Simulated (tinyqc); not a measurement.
Size effects in the resistivity of thin metal films and interconnect lines. Which input was changed? Computed by tinyqc, a small Python program. Command: `OMP_NUM_THREADS=1 python tinyqc.py 3026506 3026507 out.jsonl size which`. One thread of a shared host (Intel(R) Xeon(R) Processor @ 2.30GHz), about 0.05 s of CPU time with the checks.

Electrons lose their drift at surfaces (a share 1 - p of the hits) and at grain boundaries (reflection R), besides bulk scattering. The line sits in a trench with a non-conducting liner on both walls and the bottom; the spacing equals the drawn width.

Inputs (values chosen for the exercise, modelled on gold): bulk resistivity rho_b = 2.29 microohm cm; bulk mean free path lambda = 39.6 nm; specularity p = 0; grain-boundary reflection R = 0.21; drawn line width w = 30 nm; grain size over metal width = 2.7; aspect ratio (height over width) = 2.9; liner thickness t = 0.4 nm; line length = 35 micrometre; permittivity of the dielectric k = 2.9.

Geometry: line.

Constants: eps_0 = 8.8541878128e-12 F/m.

Method:
- Metal width w_m = w - 2t, height h_m = (aspect ratio) w - t, grain size D = (ratio) w_m.
- Mayadas-Shatzkes: alpha = (lambda/D) R/(1 - R); rho_b/rho = 1 - 3 alpha/2 + 3 alpha^2 - 3 alpha^3 ln(1 + 1/alpha).
- Fuchs-Sondheimer film: rho_b/rho = 1 - (3/(2 kappa))(1 - p) int_0^1 (s - s^3)(1 - exp(-kappa/s))/(1 - p exp(-kappa/s)) ds, f = rho/rho_b, kappa = thickness/lambda, 80 Gauss-Legendre points.
- Line: the excess of a film of thickness w_m and of a film of thickness h_m are added, rho/rho_b = 1 + (f(w_m) - 1) + (f(h_m) - 1), an estimate that holds best when both sides exceed lambda.
- Total: rho = rho_b [1 + surface excess + grain excess]; resistance per length rho/(w_m h_m); capacitance per length C = 2 k eps_0 (aspect ratio + 1/2), a parallel-plate estimate for two neighbours plus a fixed term for the planes above and below; delay 0.38 R C L^2; effective resistivity per drawn area.

Task: One of these inputs alone was changed, within the range given: bulk resistivity rho_b (1.145 to 4.58); bulk mean free path lambda (19.8 to 79.2); drawn line width w (15 to 60); liner thickness t (0.2 to 0.8). Which one, and to what value?

Results:
```
run     resistance per length (ohm/micrometre)  rho/rho_b from surfaces  rho/rho_b from grains
before                                18.31648                 1.829171               1.193416
after                                 16.34245                 1.650976               1.153630
```

Result:

Each candidate set to reproduce resistance per length, and what it then gives:
```
candidate                             range searched  value needed  rho/rho_b from surfaces  rho/rho_b from grains
bulk resistivity rho_b (microohm cm)   1.145 to 4.58         2.043                   1.8292                 1.1934
bulk mean free path lambda (nm)         19.8 to 79.2         31.30                   1.6510                 1.1536
drawn line width w (nm)                     15 to 60         31.37                   1.7914                 1.1849
liner thickness t (nm)                    0.2 to 0.8  out of reach                        -                      -
```

Only bulk mean free path lambda fits every result: it went from 39.6 to 31.3 nm. The next best candidate, drawn line width w, misses one result by 8.5 %.
